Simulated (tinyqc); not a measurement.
# Stress and current directions compared

A cubic crystal with three pairs of conduction valleys along x, y and z; non-degenerate electrons, one relaxation time, masses unchanged. Stress s_ij = X a_i a_j with a the unit vector along the stress; strain e_ii = s11 s_ii + s12 (s_jj + s_kk), e_ij = s44 s_ij/2. Valley shift dE = Xu (n.e.n - trace(e)/3) with n the valley axis; share f proportional to exp(-dE/Vt). Inverse mass along the current d: (n.d)^2/ml + (1 - (n.d)^2)/mt; mu/mu0 = sum f (1/m) over the plain mean of 1/m. Rows: direction of the stress, of size |X|; columns: direction of the current and sign.

Inputs (values chosen for the exercise); values close to those of silicon: temperature T = 300 K; compliance s11 = 7.86 1/TPa; compliance s12 = -2.16 1/TPa; compliance s44 = 12.9 1/TPa; shear deformation potential Xu = 8.8 eV; longitudinal mass ml = 0.884 m0; transverse mass mt = 0.185 m0; uniaxial stress (tension positive) X = -330 MPa.

Constants: q = 1.602176634e-19 C, kB = 1.380649e-23 J/K, Vt = kB T/q. Results are converted to the units shown.

mu/mu0:
```
	I [100], tension	I [100], compression	I [110], tension	I [110], compression
[100]	1.208	0.7067	1.052	0.9267
[110]	1.072	0.9401	1.072	0.9401
[001]	0.8960	1.147	0.8960	1.147
[111]	1.000	1.000	1.000	1.000
```

The largest gain, 1.21, is for stress along [100], tension, current along [100]; the largest loss, 0.707, for [100], compression, current along [100]. Entries equal to one are cases in which the valleys are not split or have equal mass along the current.

Numbers from tinyqc (`OMP_NUM_THREADS=1 python tinyqc.py 2530009 2530010 out.jsonl`; about 0.01 s on one thread of a shared Intel Xeon 2.30GHz).
